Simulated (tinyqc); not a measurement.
# In-plane mass from two subband densities

Inverse problem. At zero temperature each occupied subband holds N_k = D (EF - E_k), D = md m0 q/(pi hbar^2) per eV. Two subbands are occupied. Find md, EF - E1 and EF - E2.

Constants: q = 1.602176634e-19 C, hbar = 1.054571817e-34 J s, m0 = 9.1093837015e-31 kg. Results are converted to the units shown.

N1, N2 (cm^-2): [1.2800644e12, 4.8e11]
E2 - E1 = 46.6 meV

Solution. N1 - N2 = D (E2 - E1) gives D and so md; each N_k/D is a distance to EF.

md = 0.04110 m0
EF - E1 = 74.56 meV
EF - E2 = 27.96 meV

Numbers from tinyqc (`OMP_NUM_THREADS=1 python tinyqc.py 2140115 2140116 out.jsonl`; about 0.2 s on one thread of a shared Intel Xeon 2.30GHz).
